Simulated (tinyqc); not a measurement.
Angle series: uniform film or islands? Model: X-ray photoelectron analysis of a thin oxide on a semiconductor: attenuation lengths, thickness, angle series and band offsets. Computed by tinyqc, a small Python program. Command: `OMP_NUM_THREADS=1 python tinyqc.py 3113581 3113582 out.jsonl xps walk`. One thread of a shared host (Intel(R) Xeon(R) Processor @ 2.30GHz), about 0.01 s of CPU time with the checks.

The same element is seen in the oxide and in the substrate, at nearly the same kinetic energy; films are flat and uniform, and the work function is ignored.

Inputs (values chosen for the exercise, modelled on SiO2 on silicon):

| quantity | value | unit |
|---|---|---|
| photon energy | 1486.6 | eV |
| binding energy of the core level | 99.4 | eV |
| oxide density | 2.25 | g/cm^3 |
| oxide formula mass | 60.08 | g/mol |
| valence electrons per oxide formula | 16 | - |
| oxide gap | 9 | eV |
| substrate density | 2.33 | g/cm^3 |
| substrate formula mass | 28.09 | g/mol |
| valence electrons per substrate formula | 4 | - |
| substrate gap | 1.12 | eV |
| oxide thickness d | 2.3 | nm |
| emission angle from the normal | 30 | degrees |
| attenuation length over inelastic mean free path | 0.94 | - |
| carbon overlayer | 0.94 | nm |

Method:
- TPP-2M: lambda = E/(E_p^2 [b ln(c E) - C/E + D/E^2]) in angstrom, E_p = 28.8 sqrt(N_v rho/M), b = -0.10 + 0.944/sqrt(E_p^2 + E_g^2) + 0.069 rho^0.1, c = 0.191/sqrt(rho), U = N_v rho/M, C = 1.97 - 0.91 U, D = 53.4 - 20.8 U, with E = photon energy less binding energy in eV.
- Attenuation length L = factor x lambda.
- R_0 = (rho_o/M_o) L_o/((rho_s/M_s) L_s); peak ratio R = I_ox/I_sub = R_0 [exp(d/(L_o cos theta)) - 1]; hence d = L_o cos theta ln(1 + R/R_0). A carbon layer weakens both peaks alike, by exp(-d_C/(L_o cos theta)) if its L is taken equal to L_o. This R_0 leaves out intrinsic losses from the substrate peak, so calibrated values can be larger.
- Islands: half of the surface carries 2 d and half none, R = R_0 (1/2)(1 - t)/(1/2 + t/2) with t = exp(-2 d/(L_o cos theta)); the apparent thickness is read with the uniform formula.

R_0 = 0.567122

L in the oxide = 3.64822 nm

Against the angle:

| theta (degrees) | R, uniform | R, islands | apparent d, islands (nm) |
|---|---|---|---|
| 0 | 0.4982 | 0.31666 | 1.6185 |
| 20 | 0.5422 | 0.33209 | 1.5802 |
| 35 | 0.6573 | 0.36677 | 1.4906 |
| 45 | 0.8161 | 0.40389 | 1.3873 |
| 55 | 1.1352 | 0.45381 | 1.2302 |
| 65 | 1.9537 | 0.51248 | 0.9926 |
| 75 | 5.9126 | 0.55850 | 0.6473 |

What follows from these numbers?

A uniform film gives d = 2.3 nm at every angle. The island film of the same volume reads 1.62 nm at normal emission and 0.647 nm at 75 degrees; its ratio cannot pass R_0, since the bare half always shows the substrate.

Extremes, crossings and ranges named in words are read from the listed rows.
